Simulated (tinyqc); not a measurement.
Electron density from the centroid.

Question. In the Fang-Howard model the centroid is 3/b with b^3 = 6 (mz1/C) q (Nd + 11 Ns/32)/(eps0 eps_r), C = hbar^2/(2 m0), the field in eV/nm. Find b and Ns.

Parameters, values chosen for the exercise; masses and permittivity close to those of germanium (111): relative permittivity eps_r = 16.2; mass along z of valley set A (1 valley(s)) mz1 = 1.56 m0; sheet density of depletion charge Nd = 1.6e11 cm^-2.

Constants: q = 1.602176634e-19 C, hbar = 1.054571817e-34 J s, m0 = 9.1093837015e-31 kg, eps0 = 8.8541878128e-14 F/cm where lengths are in cm, hbar^2/(2 m0) = 0.0380998212 eV nm^2. Results are converted to the units shown.

centroid = 2.7308734 nm

Solution. b = 3/centroid gives Nd + 11 Ns/32, from which the depletion charge is taken off.

b = 1.099 1/nm
Ns = 9.400e11 cm^-2

tinyqc, about 1 s, one thread, Intel Xeon 2.30GHz (shared host): `OMP_NUM_THREADS=1 python tinyqc.py 2160004 2160005 out.jsonl`
